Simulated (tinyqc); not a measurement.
Overlap of hydrogenic dopants: pairs, impurity band and the Mott density, step by step. Values are carried at full precision from step to step, so a last printed digit may differ when a step is redone from the rounded ones.

Ry* = Ry m/eps^2, aB = a0 eps/m. For 1s orbitals a distance rho = R/aB apart, in Ry*: overlap S = exp(-rho)(1 + rho + rho^2/3), J = (2/rho)(1 - (1 + rho) exp(-2 rho)) (attraction to the other ion), Kx = 2 (1 + rho) exp(-rho) (exchange of one electron). One electron on a pair has E = -1 - (J +/- Kx)/(1 +/- S), without the repulsion 2/rho of the ions. Hopping after orthogonalisation: t = (Kx - S J)/(1 - S^2), half the splitting. Dopants on a lattice with z neighbours, n = 1/R^3 (simple cubic), give a band of width B = 2 z t, as on any lattice of two interpenetrating sublattices. Valleys, central cells and disorder are left out.

Constants: Ry = 13.60569312 eV; a0 (Bohr radius) = 0.5291772105 angstrom; hbar = 6.58211957e-16 eV s.

Values chosen for the exercise (an isotropic mass and dielectric constant of the size used for donors in GaN; not measured data):
```
symbol  value   unit    meaning
m       0.189   m0      mass
eps     9.1             dielectric constant
N       0.0048  1/aB^3  dopant density
rho     3       aB      distance of a pair
u       0.945   Ry*     cost of a second electron on one dopant
z       6               neighbours in the dopant lattice
```

## Scales

Form Ry*, aB, and the density N in 1/cm^3 (1/angstrom^3 = 1e24/cm^3).

Ry* = 31.053 meV
aB = 25.479 angstrom
density = 2.902e+17 1/cm^3

## A pair with one electron

Form S, J, Kx, the two levels, t, and the total energy of the lower state with the repulsion, relative to a distant pair (-1).

S, J, Kx: 0.34851  0.66006  0.39830

levels (Ry*): even -1.78483, odd -1.40179

t = 0.19152 Ry*
energy of the pair against a distant one (negative: bound) = -0.11817 Ry*

In this host the pair is 7.6 nm long and its splitting 2t is 11.89 meV.

## The pair with two electrons (two-site Hubbard model)

t is the hopping between the two dopants. Singlet at (u - sqrt(u^2 + 16 t^2))/2 below the triplet at 0; estimate 4 t^2/u; weight of double occupancy (1 - u/sqrt(u^2 + 16 t^2))/2; swap time pi hbar/Jx with Jx the splitting in eV. t and u are in units of Ry*.

singlet-triplet splitting (meV): exact 4.216, 4 t^2/u 4.821

double occupancy = 0.1116
swap time = 0.491 ps

The estimate is 14.4 % too high at 4t/u = 0.81.

## The impurity band at this density

Form R/aB, t, B = 2 z t and N^(1/3) aB. Two estimates of the gap between the Hubbard bands: u - B (rigid bands, closing at B = u) and the Hubbard-III rule, which closes at B = (2/sqrt3) u; give B/u.

R/aB = 5.9282
t = 0.02020 Ry*

B: in Ry* 0.242, in meV 7.529

N^(1/3) aB = 0.1687
B/u = 0.257

Both rules leave a gap: an insulator at T = 0. Mott's screening rule, N^(1/3) aB = 0.26, puts this density on the insulating side.

## Checks

- Overlap S against numerical integration in elliptic coordinates: both 0.34851.

tinyqc: `OMP_NUM_THREADS=1 python tinyqc.py 1480979 1480980 out.jsonl`; about 0.01 s, one thread, shared Intel(R) Xeon(R) Processor @ 2.30GHz.
